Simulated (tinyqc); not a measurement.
Nudged elastic band on a two-dimensional model surface: one step, computed by the program tinyqc.

V(x, y) = h u^2 + t x + (kappa/2)(y + c u)^2 with u = x^2/w^2 - 1; the path runs from the minimum near (-w, 0) to that near (w, 0).

Problem. Stationary points. Newton steps x(new) = x - H^-1 grad V (moves limited to 0.3 angstrom) from (-w, 0), (w, 0) and (0, c) give the two minima and the saddle.

Inputs (values chosen for the exercise, for a model surface): height h = 0.62 eV; half width w = 1.5 angstrom; transverse stiffness kappa = 2.6 eV/angstrom^2; curvature c = 0.26 angstrom; tilt t = 0.019 eV/angstrom.

Surface: curved double well. Climbing image: on.

Give: positions; energies; barrier from the start.

Solution.

positions (angstrom), rows start, end, saddle, columns x, y:
$$\begin{pmatrix}
-1.509 & -0.003 \\
1.491 & 0.003 \\
0.017 & 0.260
\end{pmatrix}$$

energies (eV): start -0.0286, end 0.0284, saddle 0.6202

barrier from the start = 0.6487 eV
